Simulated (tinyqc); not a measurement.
# MOS capacitor on a p-type substrate, surface potential from the exact charge relation: several studies

Uniform p-type substrate, Boltzmann statistics, full ionisation, classical densities. psi is the surface potential against the body (positive when the bands bend down) and u = psi/Vt. Traps are spread evenly over the gap and neutral at flat band, so their charge is -q Dit psi; the minority quasi-Fermi level is shifted by Vb.

Inputs (values chosen for the exercise); band and dielectric values close to those of silicon:
```
symbol    value         unit                                                                 meaning
T           325            K                                                             temperature
Eg          1.1           eV                                                                band gap
eps_r      11.5                                                                relative permittivity
Nc      3.16e19        cm^-3                                  conduction-band density of states at T
Nv      2.93e19        cm^-3                                     valence-band density of states at T
chi        4.03           eV                                                       electron affinity
N        1.3e17        cm^-3                                       acceptor density of the substrate
eox        24.9               relative permittivity of the gate insulator (close to zirconium oxide)
tox          26           nm                                                     insulator thickness
phiM       4.41           eV                                                      gate work function
Nf      -2.6e11        cm^-2                            fixed charge at the interface, in units of q
Dit           0  cm^-2 eV^-1                                              density of interface traps
Vb            0            V                    reverse bias of the inversion layer against the body
```

Constants: q = 1.602176634e-19 C, kB = 1.380649e-23 J/K, Vt = kB T/q, eps0 = 8.8541878128e-14 F/cm where lengths are in cm. Results are converted to the units shown.

Each table varies one quantity; the others keep the values above.

## Capacitance-voltage curves

ni = sqrt(Nc Nv) exp(-Eg/(2 Vt)), Eg in volts; phiF = Vt ln(N/ni); Cox = eps0 eox/tox; Vfb = phiM - chi - (Eg - Vt ln(Nv/N)) - q Nf/Cox; Q0 = sqrt(2 eps0 eps_r q N Vt); r = (ni/N)^2 exp(-Vb/Vt); VT = Vfb + [(2 phiF + Vb)(1 + q Dit/Cox) + sqrt(2 eps0 eps_r q N (2 phiF + Vb))/Cox]. u = psi/Vt; F^2 = exp(-u) + u - 1 + r (exp(u) - u - 1); Qs = -sign(u) Q0 F; Cs = -dQs/dpsi = (Q0/Vt) |1 - exp(-u) + r (exp(u) - 1)|/(2 F). psi solves Vg = Vfb + psi + (q Dit psi - Qs)/Cox. Low frequency: 1/C_LF = 1/Cox + 1/(Cs + q Dit). High frequency, in the simple estimate in which traps and minority carriers do not follow: 1/C_HF = 1/Cox + 1/Cd, Cd being Cs with r = 0 at the same psi. Deep depletion: r = 0 and Dit = 0 both in the equation for psi and in Cs. Minority sheet density N_inv = (Q0/(2 q)) int_0^u r (exp(t) - 1)/F(t) dt for u > 0. N_inv under 1 cm^-2 is printed as 0. Regimes: accumulation when majority carriers gather, then depletion up to |psi| = phiF + Vb, weak inversion up to 2 phiF + Vb, strong inversion beyond.

Result of one run:
```
Vg (V),psi (V),C_LF/Cox,C_HF/Cox,C_deep/Cox,N_inv (cm^-2),regime
-0.42,0.05590,0.3708,0.3708,0.3708,0,depletion
```

What becomes of these results when the gate voltage against the body Vg is changed from -0.42 to -0.11 V, all else the same?

Result of the changed run:
```
Vg (V),psi (V),C_LF/Cox,C_HF/Cox,C_deep/Cox,N_inv (cm^-2),regime
-0.11,0.2858,0.1930,0.1930,0.1930,490.8,depletion
```

The whole series:
```
Vg (V),psi (V),C_LF/Cox,C_HF/Cox,C_deep/Cox,N_inv (cm^-2),regime
-1.06,-0.1310,0.8845,0.8845,0.8845,0,accumulation
-0.74,-0.07791,0.7576,0.7576,0.7576,0,accumulation
-0.42,0.05590,0.3708,0.3708,0.3708,0,depletion
-0.11,0.2858,0.1930,0.1930,0.1930,490.8,depletion
0.21,0.5531,0.1436,0.1435,0.1435,4.635e6,weak inversion
0.53,0.8225,0.3265,0.1199,0.1193,5.476e10,strong inversion
0.85,0.9204,0.8568,0.1139,0.1043,1.176e12,strong inversion
1.16,0.9528,0.9210,0.1121,0.09409,2.636e12,strong inversion
1.48,0.9737,0.9455,0.1110,0.08618,4.216e12,strong inversion
```

C_LF/Cox is lowest, 0.144, at Vg = 0.21 V (weak inversion) among the rows listed and is 0.946 in the last row, where C_HF/Cox is 0.111 and the deep-depletion value 0.0862. Vfb = -0.519 V, where C_HF/Cox = 0.506 (Cox in series with eps0 eps_r/LD), and VT = 0.492 V. Over the last two rows psi moves by only 0.065 V a volt of gate bias, since the inversion charge screens the body. In strong accumulation and inversion degeneracy and confinement, left out here, lower the capacitance.

## Effect of the insulator thickness on threshold and swing

ni = sqrt(Nc Nv) exp(-Eg/(2 Vt)), Eg in volts; phiF = Vt ln(N/ni); Cox = eps0 eox/tox; Vfb = phiM - chi - (Eg - Vt ln(Nv/N)) - q Nf/Cox; VT = Vfb + [(2 phiF + Vb)(1 + q Dit/Cox) + sqrt(2 eps0 eps_r q N (2 phiF + Vb))/Cox]. gamma = sqrt(2 eps0 eps_r q N)/Cox; Wm = sqrt(2 eps0 eps_r (2 phiF + Vb)/(q N)); m = 1 + (eps0 eps_r/Wm + q Dit)/Cox; swing m Vt ln 10; Cmin/Cox = 1/(1 + Cox Wm/(eps0 eps_r)).

The same in every row: 2 phiF (V) = 0.79442; Wm (nm) = 88.132.

Results:
```
tox (nm),Vfb (V),gamma (V^0.5),VT (V),m,swing (mV/decade),Cmin/Cox
6.5,-0.55599,0.060720,0.29255,1.0341,66.684,0.032940
14,-0.54181,0.13078,0.36917,1.0734,69.218,0.068351
21,-0.52859,0.19617,0.44068,1.1100,71.584,0.099138
32,-0.50780,0.29893,0.55305,1.1677,75.301,0.14361
47,-0.47946,0.43905,0.70628,1.2463,80.370,0.19762
70,-0.43601,0.65391,0.94124,1.3668,88.142,0.26838
100,-0.37932,0.93415,1.2477,1.5240,98.281,0.34385
```

Estimate the missing row, tox = 9.7 nm.

Computed row:
```
tox (nm),Vfb (V),gamma (V^0.5),VT (V),m,swing (mV/decade),Cmin/Cox
9.7,-0.54994,0.090613,0.32524,1.0508,67.765,0.048373
```

With this row back in the table: As tox goes from 6.5 to 100, VT rises from 0.293 to 1.25 V, the swing rises from 66.7 to 98.3 mV/decade and Cmin/Cox rises from 0.0329 to 0.344. Of the change of VT by 0.955 V, 0.177 V comes from Vfb and 0.778 V from the band bending and the charge it takes. m - 1 goes as tox^(1.00), that is as 1/Cox.

## Effect of the fixed charge at the interface on threshold and swing

Same model as above.

The same in every row: 2 phiF (V) = 0.79442; gamma (V^0.5) = 0.24288; Wm (nm) = 88.132; m = 1.1362; swing (mV/decade) = 73.273; Cmin/Cox = 0.11991.

Results:
```
Nf (cm^-2),Vfb (V),VT (V)
-4e11,-0.49269,0.51821
-2e11,-0.53048,0.48042
0,-0.56827,0.44263
2e11,-0.60606,0.40484
4e11,-0.64385,0.36705
8e11,-0.71942,0.29147
```

Estimate the missing row, Nf = 6e11 cm^-2.

Computed row:
```
Nf (cm^-2),Vfb (V),VT (V)
6e11,-0.68163,0.32926
```

With this row back in the table: As Nf goes from -4e11 to 8e11, VT falls from 0.518 to 0.291 V, the swing stays at 73.3 mV/decade and Cmin/Cox stays at 0.120. The whole change of VT is that of Vfb: the curve shifts rigidly.

Program tinyqc, `OMP_NUM_THREADS=1 python tinyqc.py 2060091 2060092 out.jsonl`; Intel Xeon 2.30GHz, shared host, one thread, about 0.01 s.
